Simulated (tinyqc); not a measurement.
## Length offset and series resistance from crossing lines

Inverse problem. R_total = Rs + k (L - dL)/Vo with constant Rs, dL and k. Find k, dL and Rs.

R_total at (L, Vo) = (40, 0.32), (120, 0.32), (40, 0.77) and (120, 0.77), L in nm and Vo in V (ohm um): [621.25000, 1621.2500, 427.66234, 843.24675]

Answer. At each overdrive R is a straight line in L with slope k/Vo; the two lines cross at L = dL, R = Rs.

k = 4.000 ohm um V/nm
dL = 13.50 nm
Rs = 290.0 ohm um

Numbers from tinyqc (`OMP_NUM_THREADS=1 python tinyqc.py 2282079 2282080 out.jsonl`; about 0.03 s on one thread of a shared Intel Xeon 2.30GHz).
